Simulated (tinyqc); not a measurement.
UHF in the sto-3g basis, for H3, spin multiplicity 2, step by step. One step of it, computed by the program tinyqc.

Question. Iteration 3: diagonalisation and new density. Diagonalise F' = X^T F X, C = X C', fill 2 alpha and 1 beta electrons from the bottom; D(s) = C_occ C_occ^T. Each column has its largest component positive (the first on a tie).

extrapolated F(alpha) (hartree), lower triangle:
```
           1H 1s      2H 1s      3H 1s
1H 1s  -0.108064
2H 1s  -0.397226  -0.402307
3H 1s  -0.326235  -0.131133  -0.455209
```

extrapolated F(beta) (hartree), lower triangle:
```
           1H 1s      2H 1s     3H 1s
1H 1s  -0.376119
2H 1s  -0.377779   0.022300
3H 1s  -0.294548  -0.163093  0.157887
```

X, lower triangle:
```
           1H 1s      2H 1s     3H 1s
1H 1s   1.117971
2H 1s  -0.222073   1.069886
3H 1s  -0.185535  -0.018486  1.050695
```

Give: F' = X^T F X; orbital energies; coefficients C; F' = X^T F X; orbital energies; coefficients C; D(alpha) after iteration 3; D(beta) after iteration 3.

Answer.

F' = X^T F X (alpha) (hartree), lower triangle:
```
         1        2        3
1   0.1512
2  -0.3551  -0.2747
3  -0.2629   0.0171  -0.3768
```

orbital energies (alpha) (hartree): MO1 -0.5730, MO2 -0.3512, MO3 0.4239

coefficients C (alpha):
```
          MO1      MO2      MO3
1H 1s  0.3278  -0.1070   1.1021
2H 1s  0.4887  -0.7268  -0.6537
3H 1s  0.5643   0.7842  -0.4531
```

F' = X^T F X (beta) (hartree), lower triangle:
```
         1        2       3
1  -0.1672
2  -0.3562   0.1906
3  -0.2791  -0.0612  0.2799
```

orbital energies (beta) (hartree): MO1 -0.4835, MO2 0.3027, MO3 0.4841

coefficients C (beta):
```
          MO1      MO2      MO3
1H 1s  0.7507  -0.1214   0.8691
2H 1s  0.3079   0.7681  -0.7138
3H 1s  0.1932  -0.7536  -0.7304
```

D(alpha) after iteration 3, lower triangle:
```
        1H 1s    2H 1s   3H 1s
1H 1s  0.1189
2H 1s  0.2380   0.7670
3H 1s  0.1011  -0.2942  0.9335
```

D(beta) after iteration 3, lower triangle:
```
        1H 1s   2H 1s   3H 1s
1H 1s  0.5636
2H 1s  0.2311  0.0948
3H 1s  0.1451  0.0595  0.0373
```
